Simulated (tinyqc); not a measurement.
Reset of a mushroom phase-change cell, hemispherical electro-thermal model: two steps of the calculation.

Current spreads from a hemispherical contact of radius r0 into a large dome with constant rho and ka: j = I/(2 pi r^2). With s = r0/r the steady rise is T - T0 = c (b s - s^2), c = I^2 rho/(8 pi^2 ka r0^2). The heat lost through the heater, (T(r0) - T0)/Rh, fixes b = (2 + g)/(1 + g), g = 1/(2 pi ka r0 Rh).

Values chosen for this exercise; values of the order of Ge-Sb-Te and related chalcogenides:
- T0 = 300 K (ambient temperature)
- Tm = 881 K (melting point)
- r0 = 22 nm (radius of the heater contact)
- rho = 6.2 mohm cm (resistivity of the hot chalcogenide)
- ka = 0.78 W/(m K) (its thermal conductivity)
- Rh = 10 K/uW (thermal resistance of the path through the heater)
- I = 790 uA (reset current)

Problem 1. Constants and melting current. The peak lies at s = b/2 with the rise c b^2/4; melting starts at the current where that equals Tm - T0, and the molten shell spans the roots of s^2 - b s + (Tm - T0)/c = 0 (s at most 1). Electrical resistance rho/(2 pi r0).

Wanted: g; b; resistance; radius of the peak; melting current; power at that current.

Solution 1.

g = 0.9275
b = 1.519
resistance = 0.4485 kohm
radius of the peak = 28.97 nm
melting current = 696.0 uA
power at that current = 217.2 uW

Problem 2. Temperature profile and molten shell. 

| point | r (nm) |
|---|---|
| 0 | 22 |
| 1 | 25.3 |
| 2 | 29.7 |
| 3 | 35.2 |
| 4 | 44 |
| 5 | 57.2 |
| 6 | 77 |
| 7 | 110 |

b = 1.5188131

Wanted: c; T; peak T; inner radius of the melt; outer radius of the melt.

Solution 2.

c = 1298 K

| point | T (K) |
|---|---|
| 0 | 973.5 |
| 1 | 1033 |
| 2 | 1048 |
| 3 | 1025 |
| 4 | 961.3 |
| 5 | 866.3 |
| 6 | 757.3 |
| 7 | 642.4 |

peak T = 1049 K
inner radius of the melt = 22.00 nm
outer radius of the melt = 54.99 nm

The melt reaches the contact.

Range of the model: Constant properties, no latent heat, thermoelectric terms, boundary resistance or heating in the heater itself.

Numbers from tinyqc (`OMP_NUM_THREADS=1 python tinyqc.py 2490103 2490104 out.jsonl`; about 0.01 s on one thread of a shared Intel Xeon 2.30GHz).
